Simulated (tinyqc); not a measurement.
Gas flow in a process chamber: flow regimes, conductance, effective pumping speed, pump-down, outgassing and purge: one step, computed by the program tinyqc. Command: `OMP_NUM_THREADS=1 python tinyqc.py 3120304 3120305 out.jsonl pump walk`. One thread of a shared host (Intel(R) Xeon(R) Processor @ 2.30GHz), about 0.07 s of CPU time with the checks.

Ideal gas, isothermal flow, a pump of constant speed at the end of a round pipe; process gas, volume gas and outgassing are given the same properties. 1 sccm = 101325 Pa x 1e-6 m^3/60 s x T/273.15 K.

Question. Molecular flow. Mean speed c = sqrt(8 k_B T/(pi m)); aperture conductance C_a = c pi d^2/16; molecular pipe C_m = C_a/(1 + 3 l/(4 d)) (Dushman form); viscous pipe C_v = pi d^4 p_mean/(128 eta l); Knudsen interpolation C = C_v + C_m (1 + x)/(1 + 1.24 x), x = d p_mean sqrt(m/(k_B T))/eta. Effective speed 1/S_eff = 1/S + 1/C_m; time constant V/S_eff; pressure at which the free path k_B T/(sqrt2 pi d_m^2 p) equals d.

Inputs (values chosen for the exercise, modelled on nitrogen near room temperature):

| quantity | value | unit |
|---|---|---|
| molar mass M | 28.01 | g/mol |
| molecular diameter | 0.37 | nm |
| temperature T | 293 | K |
| chamber volume V | 18 | L |
| pipe diameter d | 10 | cm |
| pipe length l | 14 | cm |
| pump speed S | 90 | L/s |

Constants: k_B = 1.380649e-23 J/K; u = 1.6605390666e-27 kg.

Give: mean speed c; C_a; C_m; S_eff in molecular flow; time constant; pressure where the free path equals d.

Answer.

mean speed c = 470.61 m/s

C_a = 924.05 L/s

C_m = 450.75 L/s

S_eff in molecular flow = 75.021 L/s

time constant = 0.23993 s

pressure where the free path equals d = 0.066509 Pa

The pipe passes on 83 % of the pump speed.
